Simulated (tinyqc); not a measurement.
Tight binding, dimerised chain, step by step. One step of it, computed by the program tinyqc.

Question. Levels at k. Diagonalise the Hermitian matrix.

H(k) at k (eV), order A, B:
```
[[0.770000, -2.278395+0.928165i],
 [-2.278395-0.928165i, -0.770000]]
```

Give: eigenvalues; weights |c|^2 of the basis functions.

Answer.

eigenvalues (eV): [-2.5779, 2.5779]

weights |c|^2 of the basis functions, order A, B:
```
[[0.3507, 0.6493],
 [0.6493, 0.3507]]
```
